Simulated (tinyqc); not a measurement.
Sublattice potential against complex hopping: Haldane model. Computed by the program tinyqc. 

Honeycomb lattice:
```
parameter,value
t1 (eV),1.250000
t2 (eV),0.220000
phi (rad),-1.380000
```

H_AA = delta - 2 t2 sum cos(k.b + phi), H_BB = -delta - 2 t2 sum cos(k.b - phi), H_AB = -t1 (1 + exp(-i k.a1) + exp(-i k.a2)), b = a1, a2 - a1, -a2, m = 3 sqrt3 t2 sin(phi); the sign of the Chern number follows the orientation k1 then k2.

Gaps at the two valleys (eV) and Chern number of the lower band (12 x 12 mesh):
```
delta,gap 2|delta - m|,gap 2|delta + m|,Chern number
-2.020,1.795,6.285,0
-1.459,0.673,5.163,0
-0.673,0.899,3.591,1
0.000,2.245,2.245,1
0.449,3.143,1.347,1
0.842,3.929,0.561,1
1.403,5.051,0.561,0
2.245,6.735,2.245,0
```

Here |m| = 1.1224 eV. For |delta| < |m| the two valleys have masses of opposite sign and the Chern number is +/-1; one gap closes at |delta| = |m|, and beyond it the band is trivial.
